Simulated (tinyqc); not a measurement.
# Surface potential of a MOS transistor: implicit equation and explicit approximations: two studies

p-type body, charge-sheet picture, depletion and inversion only, full ionisation (an idealisation for deep acceptors), Boltzmann statistics (rough once Na exp(x - xn) passes about Nc/7). In units of Vt: xg = (Vg - Vfb)/Vt, x = psi/Vt, G = gamma/sqrt(Vt), xn = (2 phiF + Vc)/Vt. The implicit equation is (xg - x)^2 = G^2 [x - 1 + exp(x - xn)] for x above about 3. Cox = eps0 eox/tox.

Inputs (values chosen for the exercise); band and dielectric values close to those of germanium:
```
symbol    value   unit                                                                 meaning
T           350      K                                                             temperature
Eg        0.657     eV                                                                band gap
eps_r      15.9                                                          relative permittivity
Nc      1.29e19  cm^-3                                  conduction-band density of states at T
Nv      7.62e18  cm^-3                                     valence-band density of states at T
eox         3.9         relative permittivity of the gate insulator (close to silicon dioxide)
tox         2.6     nm                                                     insulator thickness
Na       6.2e16  cm^-3                                                        acceptor density
Vfb       -0.59      V                                                       flat-band voltage
Vc            0      V                                                    channel-body voltage
Vg        -0.13      V                                                       gate-body voltage
```

Constants: q = 1.602176634e-19 C, kB = 1.380649e-23 J/K, Vt = kB T/q, eps0 = 8.8541878128e-14 F/cm where lengths are in cm. Results are converted to the units shown.

Each table varies one quantity; the others keep the values above.

## Accuracy of the approximations against gate voltage

ni = sqrt(Nc Nv) exp(-Eg/(2 Vt)), Eg in volts; phiF = Vt ln(Na/ni); gamma = sqrt(2 q eps0 eps_r Na)/Cox; VT = Vfb + Vt (xn + G sqrt(xn - 1)). Depletion value a = 1 + [sqrt(G^2/4 + xg - 1) - G/2]^2; inversion value b = xn + ln[(xg - xn)^2/G^2 - xn + 1] and first guess y = min(a, b) - ln(1 + exp(-|a - b|)) if a > xn + 1, else b = y = a; one second-order correction with D = exp(y - xn), p = 2 (xg - y) + G^2 (1 + D), w = (xg - y)^2 - G^2 (y - 1 + D): z = y + 2 w/(p + sqrt(p^2 - 2 (2 - G^2 D) w)), or the Newton step z = y + w/p where the root is not real. N_inv = (Cox Vt G/q) [sqrt(x - 1 + exp(x - xn)) - sqrt(x - 1)] at the root. Lambert form (Cox m Vt/q) W0[(G/(2 m sqrt(xn - 1))) exp((Vg - VT)/(m Vt))], m = 1 + G/(2 sqrt(xn - 1)). Errors under 1e-4 mV, and the linear form below VT, are printed as 0.

Accuracy of the approximations against gate voltage:
```
Vg (V),psi (V),x - xn,error of y (mV),error of z (mV),N_inv (cm^-2),Cox (Vg - VT)/q (cm^-2),Lambert form (cm^-2)
-0.17,0.34635,-0.15071,2.56,-2.53e-4,2.3603e10,0,2.3881e10
0.03,0.46104,3.6520,29.8,8.84,6.3253e11,1.6396e12,7.3122e11
0.23,0.50864,5.2303,26.4,8.05,1.8590e12,3.2975e12,2.0965e12
0.43,0.53658,6.1567,20.3,-4.00,3.2645e12,4.9554e12,3.6039e12
0.63,0.55619,6.8068,16.6,-1.55,4.7456e12,6.6133e12,5.1620e12
0.83,0.57123,7.3055,14.1,-0.823,6.2681e12,8.2712e12,6.7456e12
1.03,0.58340,7.7091,12.4,-0.504,7.8165e12,9.9291e12,8.3444e12
```

What does the comparison show?

psi rises from 0.346 to 0.583 V and ends 7.7 Vt above 2 phiF + Vc. Among the rows the first guess is off by at most 30 mV (at Vg = 0.03 V) and the corrected value by at most 8.8 mV. In the last row the linear form is 27 % above N_inv and the Lambert form 6.8 % above it; in the first row the Lambert form is 1.2 % above it. For Vg = 0.03, 0.23, 0.43, 0.63, 0.83, 1.03 the electron quasi-Fermi level lies less than 2 Vt below the band edge at the surface, or above it, where degeneracy and confinement, left out, matter.

## Effect of the insulator thickness at fixed gate voltage

Same model as above.

Effect of the insulator thickness at fixed gate voltage:
```
tox (nm),psi (V),x - xn,error of y (mV),error of z (mV),N_inv (cm^-2),Cox (Vg - VT)/q (cm^-2),Lambert form (cm^-2)
0.87,0.4239,2.421,7.22,-0.0177,2.389e11,2.112e12,2.912e11
1.2,0.4140,2.091,6.59,-0.0139,1.804e11,1.368e12,2.118e11
1.6,0.4029,1.726,5.27,-6.71e-3,1.313e11,8.786e11,1.492e11
2.2,0.3877,1.222,2.80,-8.52e-4,8.371e10,4.777e11,9.174e10
3,0.3689,0.5959,5.85,-6.75e-3,4.725e10,1.927e11,4.986e10
4.2,0.3423,-0.2849,3.43,-8.17e-4,2.082e10,0,2.089e10
5.7,0.3115,-1.307,1.67,0,7.975e9,0,7.485e9
7.8,0.2730,-2.583,0.630,0,2.407e9,0,2.014e9
```

What does the comparison show?

As tox goes from 0.87 to 7.8, psi falls from 0.424 to 0.273 V, x - xn falls from 2.42 to -2.58 and N_inv falls from 2.39e11 to 2.41e9 cm^-2. The Lambert form lies between 0.837 and 1.22 times N_inv.

Program tinyqc, `OMP_NUM_THREADS=1 python tinyqc.py 2122034 2122035 out.jsonl`; Intel Xeon 2.30GHz, shared host, one thread, about 0.01 s.
